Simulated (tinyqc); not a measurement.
# Permittivity and interface capacitance from two thicknesses

Problem. 1/C = t/(eps0 ek) + 2/ci for planar capacitors that differ only in thickness. Find ek, ci and the EOT of the interfaces, 2 x 3.9 eps0/ci.

Constants: eps0 = 8.8541878128e-14 F/cm where lengths are in cm. Results are converted to the units shown.

C at t = 5 and 15 nm (uF/cm^2): [3.1423413, 1.1069048]

Answer. 1/C is a straight line in t: the slope gives ek and the intercept 2/ci. A single thickness would give only the effective permittivity; when the interfaces are a small part of 1/C, ci needs very accurate data.

ek = 19.30
ci = 78.00 uF/cm^2
EOT of the interfaces = 0.08854 nm

Program tinyqc, `OMP_NUM_THREADS=1 python tinyqc.py 2102078 2102079 out.jsonl`; Intel Xeon 2.30GHz, shared host, one thread, about 0.01 s.
